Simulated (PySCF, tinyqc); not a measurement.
Inside a calculation. Method: MP2 on RHF in the sto-6g basis, for H3-, spin multiplicity 1. The basis has no diffuse functions, so it cannot describe the extra electron: this is an exercise in the method, not the real anion. The lowest restricted solution is unstable here: a spin-polarised one lies 0.0038 hartree lower (PySCF). One step of it, computed by the program tinyqc.

Problem. Iteration 9 (converged): orbitals. Diagonalise F' = X^T F X, C = X C', fill 2 alpha and 2 beta electrons from the bottom; D = 2 C_occ C_occ^T. Each column has its largest component positive (the first on a tie).

converged F (hartree), order 1H 1s, 2H 1s, 3H 1s:
```
[[0.078924, -0.255035, -0.254914],
 [-0.255035, 0.149776, -0.112092],
 [-0.254914, -0.112092, 0.149934]]
```

X, order 1H 1s, 2H 1s, 3H 1s:
```
[[1.230489, -0.284608, -0.284452],
 [-0.284608, 1.144605, -0.113483],
 [-0.284452, -0.113483, 1.144504]]
```

Give: F' = X^T F X; orbital energies; coefficients C; D after iteration 9.

Solution.

F' = X^T F X (hartree):
```
[[0.483, -0.404, -0.403],
 [-0.404, 0.383, -0.031],
 [-0.403, -0.031, 0.383]]
```

orbital energies (hartree): [-0.157, 0.415, 0.992]

coefficients C, order 1H 1s, 2H 1s, 3H 1s:
```
[[0.519, 0.000, 1.186],
 [0.355, -0.889, -0.698],
 [0.354, 0.890, -0.697]]
```

D after iteration 9, order 1H 1s, 2H 1s, 3H 1s:
```
[[0.538, 0.368, 0.368],
 [0.368, 1.834, -1.331],
 [0.368, -1.331, 1.835]]
```
